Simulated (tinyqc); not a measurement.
Gaps across the alloy: virtual-crystal alloy in the empirical-pseudopotential method.

Empirical pseudopotential on the fcc lattice, atoms at +/- tau, tau = a (1,1,1)/8, no spin-orbit coupling. H(G,G') = c (2 pi/a)^2 |k + G|^2 delta + VS(q) cos(q.tau) + i VA(q) sin(q.tau), q = G - G', c = hbar^2/2m0; k and G in units of 2 pi/a; VS at |q|^2 = 3, 8, 11 and VA at 3, 4, 11, in rydberg, zero elsewhere. At each k the basis holds all G with |k + G|^2 up to 16; energies are counted from the fourth level at Gamma.

Virtual crystal A(1-x)B(x): a = (1 - x) a_A + x a_B. Rule linear: V = (1 - x) V_A + x V_B. Rule volume: V = [(1 - x) a_A^3 V_A + x a_B^3 V_B]/a^3, since a form factor is an atomic potential divided by the cell volume.

Constants: hbar^2/2m0 = 3.80998211 eV angstrom^2; Ry = 13.60569312 eV.

Parameters, chosen for this exercise (classic local form factors of the size used for Si (A) and Ge (B), which place X and L only to a few tenths of an eV; not measured data):

| symbol | value | unit | meaning |
|---|---|---|---|
| a | (5.434, 5.67) | angstrom | lattice constants of A, B |
| VSA | (-0.209, 0.04, 0.081) | Ry | symmetric form factors of A |
| VAA | (0, 0, 0) | Ry | antisymmetric form factors of A |
| VSB | (-0.226, 0.01, 0.06) | Ry | symmetric form factors of B |
| VAB | (0, 0, 0) | Ry | antisymmetric form factors of B |
| rule | volume |  | mixing rule |

Gaps from the valence top to the fifth band at Gamma, at L = (1/2,1/2,1/2) and at the lowest of k = (f,0,0), f = 0.70, 0.75, ..., 1.00. Bowing C = 4 [(E(0) + E(1))/2 - E(1/2)].

Gaps (eV):

| x | Gamma | Delta/X | f of the minimum | L | lowest |
|---|---|---|---|---|---|
| 0.000 | 3.363 | 0.776 | 0.85 | 1.853 | Delta/X |
| 0.167 | 3.375 | 0.805 | 0.85 | 1.691 | Delta/X |
| 0.333 | 3.053 | 0.832 | 0.85 | 1.530 | Delta/X |
| 0.500 | 2.595 | 0.858 | 0.85 | 1.371 | Delta/X |
| 0.667 | 2.147 | 0.882 | 0.85 | 1.214 | Delta/X |
| 0.833 | 1.709 | 0.904 | 0.85 | 1.059 | Delta/X |
| 1.000 | 1.281 | 0.924 | 0.85 | 0.908 | L |

bowing (eV): Gamma -1.092, Delta/X -0.030, L 0.038

The lowest valley changes: Delta/X to L between x = 0.833 and 1.000. From A to B the Gamma gap moves by -2.08 eV, L by -0.95 eV and Delta/X by +0.15 eV; a move of Delta/X below about 0.4 eV is within the error of such form factors, sign included. The virtual crystal holds no disorder and no bond relaxation, so its bowing comes from the non-linear dependence on the mean potential and volume alone, and it may differ from measured bowing, which is positive in these alloys, in size and even in sign; crossings move with it; where the character of the fifth band at Gamma changes along x, its value mixes two levels.

Program tinyqc; command `OMP_NUM_THREADS=1 python tinyqc.py 1050174 1050175 out.jsonl`; about 0.3 s on one thread of a shared Intel(R) Xeon(R) Processor @ 2.30GHz.
